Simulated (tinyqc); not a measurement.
# Scale length and length offset from two DIBL values

Inverse problem. DIBL = exp(-Le/(2 l)) + 2 exp(-Le/l) with Le = L - dL. Find l, dL and the drawn length for a DIBL of 100 mV/V.

DIBL at drawn lengths 35 and 58 nm (mV/V): [119.58493, 21.000692]

Solution. With e = exp(-Le/(2 l)), 2 e^2 + e = DIBL gives e and so Le/l at each length; Le/l is a straight line in L with slope 1/l.

l = 7.20 nm
dL = 1.80 nm
length for 100 mV/V = 37.2 nm

Program tinyqc, `OMP_NUM_THREADS=1 python tinyqc.py 2002187 2002188 out.jsonl`; Intel Xeon 2.30GHz, shared host, one thread, about 0.01 s.
